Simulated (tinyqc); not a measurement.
A transmission-line measurement read back: specific resistance of a metal-semiconductor contact and its transmission-line measurement. Computed by tinyqc, a small Python program. Command: `OMP_NUM_THREADS=1 python tinyqc.py 3026726 3026727 out.jsonl contact walk`. One thread of a shared host (Intel(R) Xeon(R) Processor @ 2.30GHz), about 0.01 s of CPU time with the checks.

The barrier is parabolic (depletion approximation), energies E are normal energies counted from the band edge in the neutral semiconductor (downwards for holes), and the bias is zero. xi is an input, held fixed when other inputs move.

Inputs (values chosen for the exercise, modelled on n-type germanium):
```
quantity                                           value          unit
tunnelling mass m                                   0.12           m_0
permittivity eps                                      16             -
Richardson constant A*                               148  A/(cm^2 K^2)
barrier height phi_B                                0.54            eV
doping N                                         1.7e+19        1/cm^3
Fermi level above the band edge in the bulk, xi    0.028            eV
temperature T                                        300             K
sheet resistance R_sh                                 79           ohm
contact length d                                     2.1    micrometre
contact width W                                       93    micrometre
```

Image-force lowering: included.

Constants: hbar = 1.054571817e-34 J s; eps_0 = 8.8541878128e-12 F/m; m_0 = 9.1093837015e-31 kg; k_B = 8.617333262e-05 eV/K; e = 1.602176634e-19 C.

Method:
- E_00 = (e hbar/2) sqrt(N/(eps eps_0 m)); band bending E_b = phi_B + xi; depletion width w = sqrt(2 eps eps_0 E_b/(e^2 N)). Image lowering d_phi = (e^3 N E_b/(8 pi^2 (eps eps_0)^3))^(1/4) (E_b in volts), and E_b - d_phi replaces E_b everywhere except in w.
- WKB transmission for E < E_b, with a = E/E_b: D = exp{-(E_b/E_00) [sqrt(1 - a) - a ln((1 + sqrt(1 - a))/sqrt(a))]}; D = 1 above.
- At zero bias 1/rho_c = (e A*/k_B^2) int D(E) f(E) dE, f = 1/(1 + exp((E - xi)/k_B T)); 200 Gauss-Legendre points from 0 to E_b, and k_B T ln(1 + exp((xi - E_b)/k_B T)) for the part above the barrier; the share of tunnelling is the part below.
- Transmission-line model: transfer length L_T = sqrt(rho_c/R_sh); R_c = (R_sh L_T/W) coth(d/L_T). Limits: rho_c/(W d) for d << L_T, sqrt(rho_c R_sh)/W for d >> L_T.
- Transmission-line model: transfer length L_T = sqrt(rho_c/R_sh); R_c = (R_sh L_T/W) coth(d/L_T). Two contacts a gap s apart give R = 2 R_c + R_sh s/W. A straight-line fit gives R_sh from the slope and R_c from the intercept; the simple reading takes L_x = R_c W/R_sh as the transfer length and rho_c = R_sh L_x^2.

R_c W = 69.2898 ohm micrometre

contact resistance R_c = 0.745051 ohm

specific contact resistance rho_c = 5.89236e-07 ohm cm^2

Resistances:
```
gap s (micrometre)  R (ohm)
0.88                  2.238
1.80                  3.019
3.50                  4.463
7.00                  7.436
14.00                13.383
```

L_x = 0.87709 micrometre

rho_c by the simple reading = 6.0773e-07 ohm cm^2

simple reading over true value = 1.0314

What does the comparison show, and why?

The simple reading is 1.03 times too high, the factor coth^2(d/L_T): it holds only for d above about 2 L_T.
